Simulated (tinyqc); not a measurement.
# Bandgap voltage reference from two bipolar transistors, step by step

tinyqc, about 0.02 s, one thread, Intel Xeon 2.30GHz (shared host): `OMP_NUM_THREADS=1 python tinyqc.py 2062171 2062172 out.jsonl` Printed values are rounded.

Two transistors of area 1 and N carry the same current I. Is(T) = Is (T/T0)^eta exp[(Vg0 q/kB)(1/T0 - 1/T)], VBE1 = Vt ln(I/Is(T)) + I rb, VBE2 = Vt ln(I/(N Is(T))) + I rb/N. The amplifier forces I R1(T) = VBE1 - VBE2 + Vos, with R(T) = R (1 + tc (T - T0)) for both resistors, and the output is Vref = VBE1 + I R2(T). Base currents and the Early effect are neglected.

Parameters, values chosen for the exercise; values of the order met in silicon bipolar transistors:
- T0 = 298 K (reference temperature)
- Vg0 = 1.205 V (band-gap voltage extrapolated to 0 K)
- eta = 3.5 (temperature exponent of the saturation current)
- Is = 5.7e-17 A (saturation current of the unit transistor at T0)
- N = 10 (area ratio of the second transistor)
- R1 = 34 kohm (resistor across which the difference of VBE falls, at T0)
- tc = 0 ppm/K (temperature coefficient of both resistors)
- Vos = 0 mV (offset of the amplifier)
- rb = 35 ohm (series resistance of the unit transistor)
- R2 = 380.4 kohm (output resistor at T0)
- T = 398 K (temperature)

Constants: q = 1.602176634e-19 C, kB = 1.380649e-23 J/K. Results are converted to the units shown.

## Operating point at the reference temperature

Vt = kB T/q; I = (Vt ln N + Vos)/(R1(T) - rb (1 - 1/N)). Evaluate at T = T0.

Vt = 0.0256797 V
I = 1.74072 uA
Is(T) = 5.7e-17 A
VBE1 = 0.620026 V
I R2 = 0.662169 V
Vref = 1.28220 V

## Operating point at another temperature

Vt = kB T/q; I = (Vt ln N + Vos)/(R1(T) - rb (1 - 1/N)).

Vt = 0.0342970 V
I = 2.32485 uA
Is(T) = 2.07039e-11 A
VBE1 = 0.398916 V
I R2 = 0.884374 V
Vref = 1.28329 V

From T0 to T, VBE1 changes by -221 mV and I R2 by 222 mV, which leaves 1.09 mV in Vref.

## Resistor for zero slope at T0, ideal case

With tc = 0, Vos = 0 and rb = 0 the current is proportional to T, dVBE/dT = (VBE - Vg0 - (eta - 1) Vt)/T, and Vref has zero slope at T0 when Vref = Vg0 + (eta - 1) Vt0. Find VBE1, its slope, that Vref, R2/R1 and the curvature d2Vref/dT2 = -(eta - 1) kB/(q T0).

VBE1 = 0.619941 V
dVBE/dT = -2.17872 mV/K
Vref = 1.26920 V
R2/R1 = 10.9803
curvature = -0.722931 uV/K^2
